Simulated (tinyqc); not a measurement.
Tunnelling through a two-layer gate stack, WKB transmission and Tsu-Esaki current: two steps of the calculation.

Electrons leave the emitter at x = 0. Energies E (motion across the layers) are in eV from the emitter Fermi level; the collector Fermi level lies at -V and offers states at every E. No charge in the dielectric and no image force: F1 = V/(t1 + t2 eps1/eps2), F2 = F1 eps1/eps2; U = phi1 - F1 x in layer 1 and phi2 - F1 t1 - F2 (x - t1) in layer 2. With C = hbar^2/(2 m0), kappa = sqrt(m (U - E)/C) where U > E and 0 elsewhere; T(E) = exp(-S), S = 2 times the integral of kappa over x.

Parameters, values chosen for the exercise; layer 1 close to silicon dioxide, layer 2 close to aluminium oxide: barrier of layer 1 above the emitter Fermi level at zero bias phi1 = 3.24 eV; tunnelling mass of layer 1 m1 = 0.48 m0; thickness of layer 1 t1 = 0.6 nm; relative permittivity of layer 1 eps1 = 4.01; barrier of layer 2 at zero bias phi2 = 2.52 eV; tunnelling mass of layer 2 m2 = 0.41 m0; thickness of layer 2 t2 = 2.2 nm; relative permittivity of layer 2 eps2 = 9.21; voltage across the dielectric V = 0.7 V; energy of the electron followed E = 0.06 eV.

Constants: q = 1.602176634e-19 C, hbar = 1.054571817e-34 J s, m0 = 9.1093837015e-31 kg, hbar^2/(2 m0) = 0.0380998212 eV nm^2. Results are converted to the units shown.

Task 1. Fields and band edges. F1 = V/(t1 + t2 eps1/eps2), F2 = F1 eps1/eps2; U = phi1 - F1 x in layer 1 and phi2 - F1 t1 - F2 (x - t1) in layer 2. EOT = 3.9 (t1/eps1 + t2/eps2).

Find: F1; F2; U at the end of layer 1; U at the start of layer 2; U at the end of layer 2; EOT.

Result 1.

F1 = 4.4933 MV/cm
F2 = 1.9564 MV/cm
U at the end of layer 1 = 2.9704 eV
U at the start of layer 2 = 2.2504 eV
U at the end of layer 2 = 1.8200 eV
EOT = 1.5151 nm

Task 2. WKB exponent in closed form. Each layer adds (2/F) sqrt(m/C) [G(u at its left edge) - G(u at its right edge)] to S, with u = U - E (0 where negative) and G(u) = (2/3) u^1.5. The slope follows from 1/d = -dS/dE.

Find: S; T(E); energy d over which T(E) grows by a factor e.

Result 2.

S = 27.708
T(E) = 9.2618e-13
energy d over which T(E) grows by a factor e = 0.15715 eV

The midpoint rule gives S = 27.708, so its T(E) is 0.030 % below this value. The band edge stays above E through the whole stack: direct tunnelling through a trapezoid.

Program tinyqc, `OMP_NUM_THREADS=1 python tinyqc.py 2540139 2540140 out.jsonl`; Intel Xeon 2.30GHz, shared host, one thread, about 0.02 s.
